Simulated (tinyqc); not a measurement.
# Changing the overall fraction x0

Model: regular and subregular solution with a miscibility gap. Computed by tinyqc, a small Python program. Command: `OMP_NUM_THREADS=1 python tinyqc.py 3008008 3008009 out.jsonl regsol sweep`. One thread of a shared host (Intel(R) Xeon(R) Processor @ 2.30GHz), about 0.01 s of CPU time with the checks.

Per mole of mixing sites: G(x) = x (1 - x) [L0 + L1 (1 - 2x)] + R T [x ln x + (1 - x) ln(1 - x)], x the fraction of B.

Inputs (values chosen for the exercise, for a model alloy):

| quantity | value | unit |
|---|---|---|
| interaction L0 | 45.6 | kJ/mol |
| size misfit eta = d ln a/dx | 0.0091 | - |
| asymmetry L1 | 10 | kJ/mol |
| temperature T | 1386 | K |
| start value s0 | 0.05 | - |

Source of L0: given.

Constants: R = 8.314462618 J/(mol K).

Method:
- L0 and eta are given.
- G' = L0 (1 - 2x) + L1 (1 - 6x + 6x^2) + R T ln[x/(1 - x)]; G'' = -2 L0 - 6 L1 (1 - 2x) + R T/[x (1 - x)].
- Common tangent: F1 = G'(x1) - G'(x2) = 0 and F2 = [G - x G'](x1) - [G - x G'](x2) = 0. Newton step: J = [[G''(x1), -G''(x2)], [-x1 G''(x1), x2 G''(x2)]], J dx = -F; a step that would leave 0 < x < 1 is halved until it stays inside. The start is x1 = s0, x2 = 1 - s0.
- Stop when the step is below 1e-12, or when x1 and x2 meet within 1e-5; residuals under 1e-7 are shown as 0.
- Inside the gap the B-rich phase has the fraction f = (x0 - x1)/(x2 - x1), and the gain is (1 - f) G(x1) + f G(x2) - G(x0); outside it one phase remains.

One run for each value:

| overall fraction x0 | fraction f of the B-rich phase | free energy of decomposition (J/mol) |
|---|---|---|
| 0.05 | 0.0442 | -423.2 |
| 0.15 | 0.1507 | -2000.7 |
| 0.25 | 0.2572 | -3220.7 |
| 0.35 | 0.3637 | -3856.9 |
| 0.45 | 0.4702 | -3913.1 |
| 0.55 | 0.5767 | -3466.1 |
| 0.65 | 0.6832 | -2636.1 |
| 0.75 | 0.7898 | -1586.0 |
| 0.85 | 0.8963 | -552.0 |
| 0.95 | 1.0000 | 0.0 |

What does the table show?

Over the rows, fraction f of the B-rich phase rises from 0.0442 to 1.00 (exponent d ln y / d ln x 1.1 between the first rows and 0.98 between the last); free energy of decomposition (J/mol) goes from -423 through a minimum among these rows, -3910 at 0.450, to 0.

Extremes, crossings and ranges named in words are read from the listed rows.
